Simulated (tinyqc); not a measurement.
Changing the coupling lambda_1: critical temperature from a phonon spectrum: McMillan, Allen-Dynes and the linearised Eliashberg equation. Computed by tinyqc, a small Python program. Command: `OMP_NUM_THREADS=1 python tinyqc.py 3023379 3023380 out.jsonl eliashberg sweep`. One thread of a shared host (Intel(R) Xeon(R) Processor @ 2.30GHz), about 0.03 s of CPU time with the checks.

alpha^2 F(omega) = sum_i (lambda_i omega_i/2) delta(omega - omega_i), so that lambda = 2 int alpha^2 F/omega d omega = sum_i lambda_i.

Inputs (values chosen for the exercise, for a model metal):
```
quantity                     value  unit
peak energy omega_1           50.1   meV
peak energy omega_2           83.9   meV
coupling lambda_2             1.27     -
Coulomb pseudopotential mu*    0.1     -
```

Peaks in alpha^2 F: two.

Constants: k_B = 8.617333262e-05 eV/K.

Method:
- omega_log = exp(sum lambda_i ln omega_i / lambda); omega_rms = sqrt(sum lambda_i omega_i^2 / lambda).
- McMillan form: k_B T_c = (omega_log/1.2) exp[-1.04 (1 + lambda)/(lambda - mu* (1 + 0.62 lambda))]. Allen-Dynes multiplies it by f1 f2: f1 = [1 + (lambda/L1)^(3/2)]^(1/3), L1 = 2.46 (1 + 3.8 mu*); f2 = 1 + (omega_rms/omega_log - 1) lambda^2/(lambda^2 + L2^2), L2 = 1.82 (1 + 6.3 mu*) omega_rms/omega_log.
- Linearised Eliashberg equation at omega_n = (2n + 1) pi k_B T, n = 0..N-1: lambda(j) = sum_i lambda_i omega_i^2/(omega_i^2 + (2 pi j k_B T)^2); K_mn = lambda(m - n) + lambda(m + n + 1) - 2 mu*(N) - delta_mn [2m + 1 + lambda(0) + 2 sum_(j=1..m) lambda(j)], with 1/mu*(N) = 1/mu* + ln(omega_rms/omega_N), omega_N = (2N + 1) pi k_B T. T_c is where the largest eigenvalue rho of K is zero.
- N is the smallest integer at or above 8 omega_max/(2 pi k_B T_AD), omega_max the highest peak and T_AD the Allen-Dynes value.

One run for each value:
```
coupling lambda_1  T_c, Eliashberg (K)  omega_log (meV)  T_c, Allen-Dynes (K)  T_c, McMillan form (K)  lambda
0.251                           112.89           77.057                113.37                  103.28   1.521
0.338                           117.03           75.282                117.47                  106.10   1.608
0.455                           122.29           73.231                122.64                  109.49   1.725
0.612                           128.97           70.949                129.03                  113.43   1.882
0.824                           137.16           68.493                136.90                  117.88   2.094
1.110                           147.31           65.967                146.45                  122.71   2.380
1.490                           159.46           63.515                157.76                  127.64   2.760
2.010                           174.08           61.170                171.44                  132.60   3.280
```

Describe and explain the trends.

Over the rows, T_c, Eliashberg (K) rises from 113 to 174 (exponent d ln y / d ln x 0.12 between the first rows and 0.29 between the last); omega_log (meV) falls from 77.1 to 61.2 (exponent d ln y / d ln x -0.078 between the first rows and -0.13 between the last); T_c, Allen-Dynes (K) rises from 113 to 171 (exponent d ln y / d ln x 0.12 between the first rows and 0.28 between the last). McMillan/Eliashberg goes from 0.91 to 0.76. More weight on the lowest peak also pulls omega_log down, which takes back part of the gain.

Caution (all rows): for lambda above about 1.5 the plain McMillan form saturates and falls short. Caution (all rows): a phonon-mediated T_c this high is known only in hydrides under high pressure.

Extremes, crossings and ranges named in words are read from the listed rows.
